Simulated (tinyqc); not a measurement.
Inside a calculation. Method: plane-wave Kohn-Sham cycle with exchange-only LDA in a layered model solid. Computed by tinyqc, a small Python program that keeps every step. Settings: points = 16, plane-wave index or count = 2, electrons = 4, k points = 2, area = 34.0, mixing = 0.1, iteration cap = 74, Kerker q0 = 0.8. Command: `OMP_NUM_THREADS=1 python tinyqc.py 27436 27437 out.jsonl` (the two numbers bound the seeds that draw the settings). One thread of a shared host (Intel(R) Xeon(R) Processor @ 2.60GHz), about 0.03 s of CPU time with the checks. Later iterations appear only in the table of the cycle.

## Iteration 1: potential

A solid whose potential varies along x alone (atomic units):
```
parameter                      value
period a                   12.800000
cross-section of the cell  34.000000
electrons per cell                 4
grid points                       16
plane waves -n..n, n               2
k points                           2
V1 in V1 cos(2 pi x/a)     -0.530000
V2 in V2 cos(4 pi x/a)     -0.050000
```

density at the start, on the grid x_j = j a/N (e/bohr^3): [0.00919118, 0.00919118, 0.00919118, 0.00919118, 0.00919118, 0.00919118, 0.00919118, 0.00919118, 0.00919118, 0.00919118, 0.00919118, 0.00919118, 0.00919118, 0.00919118, 0.00919118, 0.00919118]

V_H(G) = 4 pi rho(G)/G^2 for G != 0 (uniform background); v_x = -(3 rho/pi)^(1/3); V = V_ext + V_H + v_x; Fourier components f(G_m) = (1/N) sum_j f(x_j) exp(-i G_m x_j).

Potentials on the grid (hartree):
```
x              V_ext       V_H        v_x          V
0.000000   -0.580000  0.000000  -0.206275  -0.786275
0.800000   -0.525011  0.000000  -0.206275  -0.731287
1.600000   -0.374767  0.000000  -0.206275  -0.581042
2.400000   -0.167467  0.000000  -0.206275  -0.373742
3.200000    0.050000  0.000000  -0.206275  -0.156275
4.000000    0.238178  0.000000  -0.206275   0.031902
4.800000    0.374767  0.000000  -0.206275   0.168491
5.600000    0.454301  0.000000  -0.206275   0.248025
6.400000    0.480000  0.000000  -0.206275   0.273725
7.200000    0.454301  0.000000  -0.206275   0.248025
8.000000    0.374767  0.000000  -0.206275   0.168491
8.800000    0.238178  0.000000  -0.206275   0.031902
9.600000    0.050000  0.000000  -0.206275  -0.156275
10.400000  -0.167467  0.000000  -0.206275  -0.373742
11.200000  -0.374767  0.000000  -0.206275  -0.581042
12.000000  -0.525011  0.000000  -0.206275  -0.731287
```

V(G_m), m = 0, 1, 2, ... (hartree): [-0.206275, -0.265000, -0.025000, 0.000000, 0.000000]

## Iteration 1: Hamiltonian at one k

k = 0.250000 2 pi / a

H(m,m') = (k + G_m)^2/2 delta + V(G_m - G_m'), with V(-G) = V(G).

H (hartree), order -2, -1, +0, +1, +2:
```
[[0.162690, -0.265000, -0.025000, 0.000000, 0.000000],
 [-0.265000, -0.138506, -0.265000, -0.025000, 0.000000],
 [-0.025000, -0.265000, -0.198746, -0.265000, -0.025000],
 [0.000000, -0.025000, -0.265000, -0.018028, -0.265000],
 [0.000000, 0.000000, -0.025000, -0.265000, 0.403647]]
```

## Iteration 1: levels at that k

Diagonalise the Hermitian matrix.

eigenvalues (hartree): [-0.584739, -0.204103, 0.105913, 0.348110, 0.545877]

## Iteration 1: new density

Motion across x is left out: the lowest 2 band(s) hold two electrons at each of the k points (j + 1/2)/nk - 1/2. Residual R = rho(out) - rho(in); rho(new) = rho(in) + 0.1 R, with R(G) scaled by G^2/(G^2 + 0.8^2) (Kerker). rho(out) = 2/(a A nk) sum |psi|^2 with psi = sum c exp(i G x). Harris energy E = band energy - dV sum rho (V_H/2 + v_x) + (3/4) dV sum rho v_x with rho(in), dV = a A/N, band energy = (2/nk) sum of the filled levels.

rho(out) (e/bohr^3): [0.01814925, 0.01928881, 0.01964035, 0.01519692, 0.00773665, 0.00222753, 0.00029638, 0.00005144, 0.00003340, 0.00005144, 0.00029638, 0.00222753, 0.00773665, 0.01519692, 0.01964035, 0.01928881]

density after iteration 1 (e/bohr^3): [0.00929779, 0.00943897, 0.00960383, 0.00944618, 0.00908382, 0.00887861, 0.00891183, 0.00900095, 0.00903267, 0.00900095, 0.00891183, 0.00887861, 0.00908382, 0.00944618, 0.00960383, 0.00943897]

energy per cell = -1.37140856 hartree

## Iteration 2: potential

As before.

Potentials on the grid (hartree):
```
x              V_ext        V_H        v_x          V
0.000000   -0.580000   0.015496  -0.207070  -0.771574
0.800000   -0.525011   0.014961  -0.208113  -0.718163
1.600000   -0.374767   0.012415  -0.209317  -0.571669
2.400000   -0.167467   0.006785  -0.208166  -0.368847
3.200000    0.050000  -0.000748  -0.205469  -0.156217
4.000000    0.238178  -0.007536  -0.203910   0.026732
4.800000    0.374767  -0.011980  -0.204164   0.158622
5.600000    0.454301  -0.014211  -0.204842   0.235248
6.400000    0.480000  -0.014869  -0.205083   0.260048
7.200000    0.454301  -0.014211  -0.204842   0.235248
8.000000    0.374767  -0.011980  -0.204164   0.158622
8.800000    0.238178  -0.007536  -0.203910   0.026732
9.600000    0.050000  -0.000748  -0.205469  -0.156217
10.400000  -0.167467   0.006785  -0.208166  -0.368847
11.200000  -0.374767   0.012415  -0.209317  -0.571669
12.000000  -0.525011   0.014961  -0.208113  -0.718163
```

V(G_m), m = 0, 1, 2, ... (hartree): [-0.206257, -0.258053, -0.024888, 0.000149, 0.000133]

## Iteration 2: Hamiltonian at one k

k = 0.250000 2 pi / a

As before.

H (hartree), order -2, -1, +0, +1, +2:
```
[[0.162708, -0.258053, -0.024888, 0.000149, 0.000133],
 [-0.258053, -0.138488, -0.258053, -0.024888, 0.000149],
 [-0.024888, -0.258053, -0.198727, -0.258053, -0.024888],
 [0.000149, -0.024888, -0.258053, -0.018009, -0.258053],
 [0.000133, 0.000149, -0.024888, -0.258053, 0.403666]]
```

## Iteration 2: levels at that k

As before.

eigenvalues (hartree): [-0.573095, -0.198643, 0.103836, 0.339980, 0.539071]

## Iteration 2: new density

As before.

rho(out) (e/bohr^3): [0.01808176, 0.01921412, 0.01957961, 0.01520140, 0.00780357, 0.00229321, 0.00032249, 0.00005597, 0.00003629, 0.00005597, 0.00032249, 0.00229321, 0.00780357, 0.01520140, 0.01957961, 0.01921412]

density after iteration 2 (e/bohr^3): [0.00941114, 0.00967950, 0.00999187, 0.00968760, 0.00898909, 0.00858729, 0.00864269, 0.00881031, 0.00887097, 0.00881031, 0.00864269, 0.00858729, 0.00898909, 0.00968760, 0.00999187, 0.00967950]

energy per cell = -1.33773714 hartree

## Convergence

Stop when sqrt(dV sum R^2) is below 1e-8, dV = a A/N.

Course of the cycle:
```
iteration  E (hartree)  norm of the residual
1          -1.37140856              1.72e-01
2          -1.33773714              1.66e-01
3          -1.30613252              1.60e-01
4          -1.27649499              1.55e-01
5          -1.24872686              1.49e-01
6          -1.22273306              1.44e-01
7          -1.19842163              1.39e-01
8          -1.17570391              1.34e-01
9          -1.15449470              1.30e-01
10         -1.13471226              1.25e-01
11         -1.11627833              1.21e-01
...                ...                   ...
64         -0.90763108              8.20e-03
65         -0.90756889              7.72e-03
66         -0.90751417              7.27e-03
67         -0.90746601              6.84e-03
68         -0.90742364              6.43e-03
69         -0.90738636              6.05e-03
70         -0.90735356              5.70e-03
71         -0.90732471              5.36e-03
72         -0.90729934              5.04e-03
73         -0.90727702              4.74e-03
74         -0.90725739              4.46e-03
```

Not converged within 74 iterations: the residual falls steadily but slowly, by a factor of about 0.94 a step. Reruns (cap 100 unless said): mixing 0.5, Kerker q0 1.0: converged in 72 (E = -0.90711); mixing 0.3, Pulay depth 5: converged in 13 (E = -0.90711); the original settings with a cap of 400: converged in 280 (E = -0.90711).
